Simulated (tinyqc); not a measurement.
Inside a calculation. Model: electroplating on a thin resistive seed layer: kinetics, Wagner number and the terminal effect across a wafer. Computed by tinyqc, a small Python program that keeps every step. Command: `OMP_NUM_THREADS=1 python tinyqc.py 3120315 3120316 out.jsonl terminal walk`. One thread of a shared host (Intel(R) Xeon(R) Processor @ 2.30GHz), about 0.02 s of CPU time with the checks. Intermediate numbers are printed to about 7 digits and carried at full precision; extremes and crossings named in words are read from the listed rows.

Current enters the seed at the rim. The bath is treated as a local resistance per area (no lateral flow in the liquid), two electrons per ion, molar volume 7.11 cm^3/mol, Faraday constant F = e N_A, kinematic viscosity 0.01 cm^2/s, omega = 2 pi x rpm/60; k_B T/e is in volts.

Inputs (values chosen for the exercise, of the order of those for copper plating on a thin cobalt or ruthenium seed):
```
quantity,value,unit
wafer radius R,7.5,cm
seed thickness t,110,nm
seed resistivity,23,microohm cm
bath conductivity kappa,0.16,S/cm
gap to the anode h,10,cm
extra resistance of a porous plate,26,ohm cm^2
exchange current density i_0,1.9,mA/cm^2
cathodic transfer coefficient alpha,0.76,-
mean current density,13,mA/cm^2
diffusivity of the metal ion,4e-06,cm^2/s
metal ion concentration,0.66,mol/L
rotation rate,100,rpm
temperature T,298,K
```

Constants: e = 1.602176634e-19 C; N_A = 6.02214076e+23 1/mol; k_B = 8.617333262e-05 eV/K.

## Rate, limit and resistances

Growth rate = i V_m/(2 F). Levich limit i_L = 0.62 x 2 F D^(2/3) omega^(1/2) nu^(-1/6) c. Tafel overpotential eta = (k_B T/(alpha e)) ln(i/i_0); kinetic resistance k_B T/(alpha e i); bath resistance h/kappa + plate; R_s = resistivity/t; Wagner number = kinetic resistance x kappa/R.

growth rate = 287.3908 nm/min

limiting current i_L = 138.7228 mA/cm^2

overpotential = 64.97951 mV

kinetic resistance = 2.599155 ohm cm^2

bath resistance R_b = 88.5 ohm cm^2

sheet resistance R_s = 2.090909 ohm/square

Wagner number = 0.05544864

## Linear estimate of the terminal effect

Linearised: with R_t = kinetic + bath resistance the current density obeys (1/r)(r i')' = i R_s/R_t, so i = A I_0(r/l), l = sqrt(R_t/R_s); with x = R/l, edge/centre = I_0(x) and edge/mean = x I_0(x)/(2 I_1(x)). Voltage drop in the seed for a uniform current: i R_s R^2/4.

length l = 6.600694 cm

x = R/l = 1.136244

edge over centre, linear = 1.349760

edge over mean, linear = 1.153345

drop for uniform current = 382.2443 mV

## Current distribution

Full model: seed potential phi(r) with (1/r)(r phi')' = R_s i, where i solves phi = R_b i + (k_B T/(alpha e)) ln(i/i_0) (phi being the driving voltage left at r); phi'(0) = 0 and phi'(R) = R_s i_mean R/2. Solved by collocation to a tolerance of 1e-7.

Across the wafer:
```
r/R,i (mA/cm^2),i/mean,"i/mean, linear"
0.00,11.11106,0.854697,0.854482
0.20,11.25431,0.865716,0.865549
0.40,11.68996,0.899227,0.899182
0.60,12.43596,0.956613,0.956690
0.75,13.21712,1.016702,1.016801
0.90,14.20794,1.092918,1.092908
1.00,14.99608,1.153544,1.153345
```

edge over centre, full model = 1.349653

The full model gives 1.35 against 1.35 from the linear form; the kinetic resistance, which the linear form holds fixed, is a small part of R_t here.

## As the film thickens, and with more bath resistance

The film is taken as uniform, with the seed resistivity; the last column adds 100 ohm cm^2 to R_b. Extra power of that plate = i^2 x 100 ohm cm^2 x area.

Edge over centre:
```
thickness (nm),R_s (ohm/square),as given,with 100 ohm cm^2 more
110,2.090909,1.349653,1.159880
165,1.393939,1.226999,1.105235
220,1.045455,1.167997,1.078424
330,0.696970,1.110512,1.051949
550,0.418182,1.065601,1.031010
1100,0.209091,1.032538,1.015446
2200,0.104545,1.016203,1.007708
```

extra power = 2.986477 W

The ratio falls below 1.1 from 550 nm on as given, and from 220 nm on with the added resistance: what counts is R_s R^2 against the sum of kinetic and bath resistance.

Checks made by the program: mean of the distribution (relative difference 4e-08).
